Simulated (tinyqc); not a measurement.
## Junction parameters from two forward currents

Inverse problem. D(v) = J1 (exp(v/Vt) - 1) + J2 (exp(v/(2 Vt)) - 1). Find J1, J2 and the voltage 2 Vt ln(J2/J1) near which both parts are equal.

Parameters, values chosen for the exercise:
- T = 358 K (temperature)

Constants: q = 1.602176634e-19 C, kB = 1.380649e-23 J/K, Vt = kB T/q. Results are converted to the units shown.

junction voltages (V): 0.32  0.61
currents (uA/um): 3.0790630e-7  9.5355045e-4

Answer. The current is linear in J1 and J2, so two points give two equations.

J1 = 2.400e-12 uA/um
J2 = 1.300e-9 uA/um
crossover = 0.3884 V

Numbers from tinyqc (`OMP_NUM_THREADS=1 python tinyqc.py 2182119 2182120 out.jsonl`; about 0.2 s on one thread of a shared Intel Xeon 2.30GHz).
